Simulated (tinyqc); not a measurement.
# Series resistance and length offset from two lengths at two overdrives

Problem. In strong inversion R W = Rsd + k(x)(L - dL), k(x) = (1 + th1 x)/(mu0 Cox x), x the overdrive, Cox = eps0 eox/tox, with Rsd and dL independent of x. Find dL, Rsd, mu0 and th1.

Inputs (values chosen for the exercise):
- eox = 8.79 (relative permittivity of the gate insulator (close to aluminium oxide))
- tox = 2.7 nm (insulator thickness)

Constants: eps0 = 8.8541878128e-14 F/cm where lengths are in cm. Results are converted to the units shown.

total resistance times width (ohm um):
```
	L = 0.091 um	L = 1 um
overdrive 0.49 V	929.465168	7932.76442
overdrive 1.23 V	575.928243	3707.35924
```

Answer. At each overdrive R W is a straight line in L; the two lines cross at L = dL, R W = Rsd. Their slopes give k x = (1 + th1 x)/(mu0 Cox), a straight line in x.

dL = 0.00800 um
Rsd = 290 ohm um
mu0 = 100 cm^2/(V s)
th1 = 0.180 1/V

Numbers from tinyqc (`OMP_NUM_THREADS=1 python tinyqc.py 2210037 2210038 out.jsonl`; about 0.01 s on one thread of a shared Intel Xeon 2.30GHz).
